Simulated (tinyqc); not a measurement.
# Schottky diode by thermionic emission with image-force lowering and series resistance: effects of single changes

Metal on an n-type semiconductor with one parabolic valley; V > 0 is forward bias (metal positive). I = I0 [exp(Vj/(n Vt)) - 1] with Vj = V - I Rs; I0 = S A* T^2 exp(-(phi - dphi)/Vt), the lowering dphi taken at zero bias.

Parameters, values chosen for the exercise; band and dielectric values close to those of In0.53Ga0.47As:
- T = 250 K (temperature)
- me = 0.0409 m0 (electron mass)
- eps_r = 13.8 (relative permittivity)
- phi = 0.4 eV (barrier height seen from the metal)
- Nd = 3.2e15 cm^-3 (donor density)
- S = 0.0057 cm^2 (area)

Constants: q = 1.602176634e-19 C, kB = 1.380649e-23 J/K, h = 6.62607015e-34 J s, m0 = 9.1093837015e-31 kg, Vt = kB T/q, eps0 = 8.8541878128e-14 F/cm where lengths are in cm. Results are converted to the units shown.

Each table varies one quantity; the others keep the values above.

## Effect of the doping on the lowering

A* = 4 pi q me m0 kB^2/h^3 (times 1e-4 for A/(cm^2 K^2)); Nc = 2 (2 pi me m0 kB T/h^2)^1.5 (times 1e-6 for cm^-3); xi = Vt ln(Nc/Nd), Vbi = phi - xi; surface field Em = sqrt(2 q Nd (Vbi - V - Vt)/(eps0 eps_r)); dphi = sqrt(q Em/(4 pi eps0 eps_r)). Here V = 0 in Em.

Result of one run:

| Nd (cm^-3) | Vbi (V) | Em (kV/cm) | dphi (meV) | I0 (A) |
|---|---|---|---|---|
| 1e16 | 0.3406 | 28.92 | 17.37 | 3.387e-5 |

What becomes of these results when the donor density Nd is changed from 1e16 to 1.5e15 cm^-3, all else the same?

Result of the changed run:

| Nd (cm^-3) | Vbi (V) | Em (kV/cm) | dphi (meV) | I0 (A) |
|---|---|---|---|---|
| 1.5e15 | 0.2997 | 10.46 | 10.45 | 2.456e-5 |

The whole series:

| Nd (cm^-3) | Vbi (V) | Em (kV/cm) | dphi (meV) | I0 (A) |
|---|---|---|---|---|
| 8.7e13 | 0.2383 | 2.224 | 4.817 | 1.891e-5 |
| 2.3e14 | 0.2593 | 3.787 | 6.286 | 2.025e-5 |
| 5.9e14 | 0.2796 | 6.319 | 8.120 | 2.205e-5 |
| 1.5e15 | 0.2997 | 10.46 | 10.45 | 2.456e-5 |
| 4e15 | 0.3208 | 17.72 | 13.60 | 2.843e-5 |
| 1e16 | 0.3406 | 28.92 | 17.37 | 3.387e-5 |
| 2.7e16 | 0.3620 | 49.10 | 22.63 | 4.324e-5 |

dphi rises from 4.82 to 22.6 meV, as Nd^(0.27) (1/4 at fixed Vbi), and I0 grows by a factor of 2.29. Emission limits the current only if the drift velocity at the surface is well above A* T^2/(q Nc) = 1.21e7 cm/s; with a mobility of 10800 cm^2/(V s) it is less than three times that in 1 of the rows, where I0 is overstated.

## Soft saturation in reverse bias

Same model as above.

Here dphi follows the bias, J = -A* T^2 exp(-(phi - dphi(V))/Vt) [1 - exp(V/Vt)], without Rs.

Soft saturation in reverse bias:

| V (V) | Em (kV/cm) | dphi (meV) | J (A/cm^2) |
|---|---|---|---|
| -0.2 | 20.37 | 14.58 | -0.005220 |
| -0.5 | 25.82 | 16.41 | -0.005684 |
| -1 | 32.96 | 18.54 | -0.006275 |
| -2 | 43.88 | 21.40 | -0.007164 |
| -4 | 60.03 | 25.03 | -0.008478 |
| -7 | 78.24 | 28.57 | -0.009995 |
| -10 | 92.95 | 31.14 | -0.01126 |
| -15 | 113.3 | 34.38 | -0.01309 |

What does the table show?

dphi rises from 14.6 to 34.4 meV, as the square root of the field, and |J| grows by a factor of 2.51: the reverse current does not saturate. Tunnelling and generation are left out.

Numbers from tinyqc (`OMP_NUM_THREADS=1 python tinyqc.py 2640109 2640110 out.jsonl`; about 0.01 s on one thread of a shared Intel Xeon 2.30GHz).
